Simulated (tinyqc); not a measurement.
Undoped symmetric double-gate MOSFET, analytic potential model: one step of the calculation.

An undoped body of thickness ts between two equal insulators and tied gates; long channel, electrons only, n = ni exp((psi - V)/Vt) with V the quasi-Fermi potential (0 at the source, Vd at the drain), constant mobility, no quantisation. Across the body psi(x) = V - 2 Vt ln[(ts/(2 beta)) sqrt(q ni/(2 eps0 eps_r Vt)) cos(2 beta x/ts)], x from the centre. Q is the electron charge per area of the whole body.

Question. Charges and drain current. beta (between 0 and pi/2) solves (Vg - V0 - V)/(2 Vt) = ln(beta) - ln(cos beta) + 2 r beta tan(beta). Q = 8 eps0 eps_r Vt beta tan(beta)/ts; I = mu (1/L)(4 eps0 eps_r/ts)(2 Vt)^2 [g(beta_s) - g(beta_d)] per width, g = beta tan(beta) - beta^2/2 + r beta^2 tan^2(beta), with beta_s at V = 0 and beta_d at V = Vd.

Inputs (values chosen for the exercise); material values close to those of silicon: temperature T = 300 K; relative permittivity of the semiconductor eps_r = 11.5; body thickness ts = 8 nm; channel mobility mu = 180 cm^2/(V s); gate length L = 0.5 um; drain voltage Vd = 0.8 V.

Constants: q = 1.602176634e-19 C, kB = 1.380649e-23 J/K, Vt = kB T/q, eps0 = 8.8541878128e-14 F/cm where lengths are in cm. Results are converted to the units shown.

beta_s = 1.3160062
beta_d = 4.4583451e-5
r = 0.37620523

Wanted: Qs; Qd; g(beta_s); g(beta_d); I.

Answer.

Qs = 1330 nC/cm^2
Qd = 5.232e-7 nC/cm^2
g(beta_s) = 13.79
g(beta_d) = 9.938e-10
I = 67.57 uA/um

The term r beta^2 tan^2(beta), which gives the square law, makes up 69.6 % of g at the source.

Numbers from tinyqc (`OMP_NUM_THREADS=1 python tinyqc.py 2440028 2440029 out.jsonl`; about 0.01 s on one thread of a shared Intel Xeon 2.30GHz).
